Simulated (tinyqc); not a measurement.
Inside a calculation. Model: energy and delay of logic against supply voltage.

Computed by the program tinyqc: `OMP_NUM_THREADS=1 python tinyqc.py 2082001 2082002 out.jsonl`, one thread of a shared Intel Xeon 2.30GHz, about 0.01 s for the whole run. Printed values are rounded.

One expression serves below and above threshold: I(Vg) = Ik [ln(1 + exp((Vg - VT + dd V)/(al nf Vt)))]^al, with I_on = I(V) and I_off = I(0). Gate delay td = kd C V/I_on, clock period LD td. Per gate and cycle the switching energy is act C V^2 and the leakage energy I_off V LD td. No short-circuit current, no variation. Minima are sought above 0.09 V; below a few Vt gates no longer switch and the model has no meaning.

Parameters, values chosen for the exercise; values of the order met in logic technologies: temperature T = 358 K; threshold voltage at zero drain bias VT = 0.36 V; slope factor nf = 1.19; barrier lowering per volt of supply dd = 0.1; specific current of a gate Ik = 2.7 uA; exponent of the current law al = 1.61; load capacitance of a gate C = 1.4 fF; delay factor kd = 0.9; logic depth LD = 60; activity factor act = 0.2; supply voltage V = 1.06 V.

Constants: q = 1.602176634e-19 C, kB = 1.380649e-23 J/K, Vt = kB T/q. Results are converted to the units shown.

## Currents, delay and energies

I_on, I_off, td, clock frequency 1/(LD td), both energies and their sum.

I_on = 181.235 uA
I_off = 2.64142 nA
td = 7.36946 ps
clock frequency = 2.26159 GHz
switching energy = 314.608 aJ
leakage energy = 1.23803 aJ
energy = 315.846 aJ

I_on/I_off = 68600; leakage makes up 0.392 % of the energy.

## Starting value

V = 0.27 V.

V at the start = 0.27 V

## Iteration 1: new V

Minimum-energy supply: E(V) is the energy per gate and cycle; with h = 0.001 V, E' = (E(V + h) - E(V - h))/(2 h), E'' = (E(V - h) - 2 E(V) + E(V + h))/h^2, V(new) = V - E'/E''.

E' = 80.2600 aJ/V
E'' = 1822.13 aJ/V^2
V after iteration 1 = 0.225953 V

## Iteration 2: new V

As before.

E' = -23.6049 aJ/V
E'' = 2965.48 aJ/V^2
V after iteration 2 = 0.233913 V

## Iteration 3: new V

As before.

E' = -0.942618 aJ/V
E'' = 2729.88 aJ/V^2
V after iteration 3 = 0.234258 V

## Course of the iteration

Stop when the step is below 1e-9 V, or after 40 iterations.

Course of the iteration:
```
iteration  V before the step (V)   step (V)
1                           0.27    -0.0440
2                       0.225953    7.96e-3
3                       0.233913    3.45e-4
4                       0.234258    6.35e-7
5                       0.234259  -9.43e-13
```

Converged in 5 iterations. There leakage makes up 34.2 % of the energy and the clock runs at 8.22 MHz.
